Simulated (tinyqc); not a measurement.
From results back to parameters: four-band model of biased bilayer graphene near K. Four cases, with inputs chosen for the exercise.

Problem. With g1 the hopping between the dimer sites, v0 the velocity of one layer (hbar v) and no skew hoppings, the direct gap at K is U and the smallest gap is U g1/sqrt(U^2 + g1^2), on a ring of radius (U/2 v0) sqrt((2 g1^2 + U^2)/(g1^2 + U^2)). The values below come from hidden g1 and v0.

Case 1.

Values chosen (out of a larger set: near those used for Bernal bilayer graphene; not measured data): U = 0.26 eV (potential difference of the layers).

smallest gap = 0.2103730 eV
radius = 0.0286474 1/angstrom

Case 2.

Values chosen (out of a larger set: near those used for Bernal bilayer graphene; not measured data): U = 0.44 eV (potential difference of the layers).

smallest gap = 0.2979846 eV
radius = 0.0434561 1/angstrom

Case 3.

Values chosen (out of a larger set: near those used for Bernal bilayer graphene; not measured data): U = 0.27 eV (potential difference of the layers).

smallest gap = 0.2160000 eV
radius = 0.0261775 1/angstrom

Case 4.

Values chosen (out of a larger set: near those used for Bernal bilayer graphene; not measured data): U = 0.37 eV (potential difference of the layers).

smallest gap = 0.2758787 eV
radius = 0.0393886 1/angstrom

Find: g1; v0.

Solution. 1/gap^2 = 1/U^2 + 1/g1^2 gives g1; the radius then gives v0.

Case 1.

g1 = 0.358 eV
v0 = 5.837 eV angstrom

Case 2.

g1 = 0.405 eV
v0 = 6.114 eV angstrom

Case 3.

g1 = 0.360 eV
v0 = 6.604 eV angstrom

Case 4.

g1 = 0.414 eV
v0 = 5.859 eV angstrom

Computed by tinyqc, one run a case: `OMP_NUM_THREADS=1 python tinyqc.py N N+1 out.jsonl` with N = 1480934, 1480956, 1480968, 1480969; one thread of a shared Intel(R) Xeon(R) Processor @ 2.30GHz, about 0.09 s a run at most.
